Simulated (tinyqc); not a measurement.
Solid solubility of a dopant against its melt (retrograde solidus), clustering and the electrically active fraction: one step, computed by the program tinyqc. Command: `OMP_NUM_THREADS=1 python tinyqc.py 3001602 3001603 out.jsonl retro walk`. One thread of a shared host (Intel(R) Xeon(R) Processor @ 2.30GHz), about 0.01 s of CPU time with the checks.

Problem. Active fraction after the anneal. A highly soluble donor (another dopant than that of the solidus) is limited by clustering. Donors N_a are active, and clusters hold m atoms each: N_t = N_a + m C, m C = N* (N_a/N*)^m, with N*(T) = N*(1273 K) exp[-(E_b/k_B)(1/T - 1/1273)]. Resistivity = 1/(e mu N_a).

Inputs (values chosen for the exercise, of the order of those of copper in silicon for the solubility):
```
quantity,value,unit
total dopant density N_t,1.5e+20,1/cm^3
atoms per cluster m,2,-
cluster scale N* at 1273 K,1.6e+20,1/cm^3
activation energy E_b of the cluster scale,0.39,eV
anneal temperature T_a,1125,K
mobility mu,50,cm^2/(V s)
```

Clustering: clusters of m atoms, electrons left out.

Constants: k_B = 8.617333262e-05 eV/K; e = 1.602176634e-19 C.

Give: N*(T_a); active density N_a; active fraction; resistivity.

Solution.

N*(T_a) = 1.002e+20 1/cm^3

active density N_a = 8.235e+19 1/cm^3

active fraction = 0.5490

resistivity = 1.516 milliohm cm

Doubling the dose would raise N_a by only 58 %. Caution: this clustering law is a generic form; degeneracy and a doping-dependent mobility are left out.
